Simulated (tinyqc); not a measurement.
Off-state leakage of single and stacked transistors: one step of the calculation.

n-channel devices of unit width. Subthreshold current I(Vg, Vs, Vd) = I0 (T/300 K)^0.5 exp[(Vg - Vs - VT(T) - gb (Vs - Vb) + dd (Vd - Vs))/(nf Vt)] (1 - exp(-(Vd - Vs)/Vt)), VT(T) = VT - cT (T - 300 K). Gate-edge tunnelling Ig (Vd/1 V) exp(ag (Vd - 1 V)), for a gate at 0 V, and band-to-band leakage Ab u exp(-Bb/u), u = Vd - Vb + 1 V, flow at a drain held at V; both are taken as independent of T. In a stack of off transistors (all gates at 0 V) the same subthreshold current passes through each.

Task. New Vx. Stack of two, Vx the node between them: I_low = I(0, 0, Vx), I_up = I(0, Vx, V), f = ln(I_up/I_low), f' = -(1 + gb + 2 dd)/(nf Vt) - 1/(Vt (exp(Vx/Vt) - 1)) - 1/(Vt (exp((V - Vx)/Vt) - 1)), Vx(new) = Vx - f/f'.

Values chosen for this exercise; values of the order met in bulk silicon logic transistors: temperature T = 358 K; supply voltage V = 1.2 V; threshold at 300 K, zero drain and body bias VT = 0.35 V; fall of the threshold with temperature cT = 0.6 mV/K; current at threshold at 300 K I0 = 0.6 uA/um; slope factor nf = 1.38; drain-induced lowering per volt dd = 0.15; rise of the threshold per volt of source-body bias gb = 0.2; body voltage Vb = 0 V.

Constants: q = 1.602176634e-19 C, kB = 1.380649e-23 J/K, Vt = kB T/q. Results are converted to the units shown.

Vx at the start = 0.12 V

Wanted: I_low; I_up; f; f'; Vx after iteration 1.

Result.

I_low = 0.5967 nA/um
I_up = 0.6092 nA/um
f = 0.02066
f' = -35.91 1/V
Vx after iteration 1 = 0.1206 V

Numbers from tinyqc (`OMP_NUM_THREADS=1 python tinyqc.py 2242268 2242269 out.jsonl`; about 0.03 s on one thread of a shared Intel Xeon 2.30GHz).
